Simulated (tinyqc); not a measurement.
Kinetics of strain relaxation and threading dislocations in mismatched semiconductor layers: one step, computed by the program tinyqc.

60-degree dislocations on {111} planes of a (001) layer, isotropic elasticity. The Schmid factor is 1/sqrt(6), and a misfit segment relieves strain with b/2.

Problem. Graded buffer. In steady grading, strain is fed at R_f R_g and relieved at (b/4) rho v. As a glide-limited estimate, the driving stress is taken as the mean stress of the strained top zone, whose depth z solves R_f z/2 = e_eq(z), with strain R_f z at the surface; tau_g = S R_f z/2 is its mean; then rho = 4 R_f R_g/(b m tau_g), m = v0 exp(-Q/(k_B T_g)), S = (1/sqrt 6) 2 G (1 + nu)/(1 - nu), e_eq(z) = b (1 - nu/4) [ln(z/b) + 1]/(4 pi (1 + nu) z).

Inputs (values chosen for the exercise, modelled on In(0.2)Ga(0.8)As on GaAs):
```
quantity                                  value          unit
misfit f                                  0.015             -
shear modulus G                            42.7           GPa
Poisson ratio nu                           0.32             -
Burgers vector b                           4.05      angstrom
glide activation energy Q                  1.29            eV
velocity prefactor v0                      8300   m/s per MPa
grading rate (misfit per thickness) R_f  0.0014  1/micrometre
growth temperature of the buffer T_g        840             K
growth rate R_g                             1.7          nm/s
```

Constants: k_B = 8.617333262e-05 eV/K.

Give: depth z of the strained zone; stress tau_g; thread density of the buffer; buffer thickness f/R_f.

Solution.

depth z of the strained zone = 511.1 nm

stress tau_g = 24.21 MPa

thread density of the buffer = 642.3 1/cm^2

buffer thickness f/R_f = 10.71 micrometre

Raising T_g by 50 K would lower this density by a factor 2.7: fast glide lets few threads do the work. Caution: real buffers seldom go below 1e5 /cm^2, as pile-ups and nucleation take over; this value is a lower bound.
